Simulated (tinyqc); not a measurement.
Transfer-length model of a contact: course of the iteration.

A metal contact of length d and width W on a thin layer of the same width. The metal has no resistance, the sheet resistance under it equals Rsh, and current enters the layer at the front edge x = 0.

A = Lt coth(d/Lt) is solved for Lt, starting from Lt = A. Lt(new) = A tanh(d/Lt).

Stop when Lt changes by less than 1e-9 of itself, or after 40 iterations.

Inputs (values chosen for the exercise): contact length d = 0.23 um.

A = 6.62595 um

Course of the iteration:

| iteration | Lt (um) | relative change |
|---|---|---|
| 1 | 0.229908 | 0.965 |
| 2 | 5.04740 | 21.0 |
| 3 | 0.301722 | 0.940 |
| 4 | 4.25667 | 13.1 |
| 5 | 0.357671 | 0.916 |
| 6 | 3.75673 | 9.50 |
| 7 | 0.405158 | 0.892 |
| 8 | 3.40344 | 7.40 |
| 9 | 0.447092 | 0.869 |
| ... | ... | ... |
| 32 | 1.96724 | 1.62 |
| 33 | 0.771161 | 0.608 |
| 34 | 1.91962 | 1.49 |
| 35 | 0.790115 | 0.588 |
| 36 | 1.87610 | 1.37 |
| 37 | 0.808262 | 0.569 |
| 38 | 1.83619 | 1.27 |
| 39 | 0.825648 | 0.550 |
| 40 | 1.79948 | 1.18 |

Did this iteration meet its convergence test, and what does its course show?

No. Not converged within 40 iterations: the values swing above and below the root and close in slowly. The plain step multiplies the error by -2x/sinh(2x) = -0.98 with x = d/Lt = 0.19, which nears -1 for a contact short against Lt. A rerun with the geometric mean of the old value and the plain step converges in 6 iterations, to 1.2273 um.

Computed by the program tinyqc: `OMP_NUM_THREADS=1 python tinyqc.py 2760141 2760142 out.jsonl`, one thread of a shared Intel Xeon 2.30GHz, about 0.01 s for the whole run.
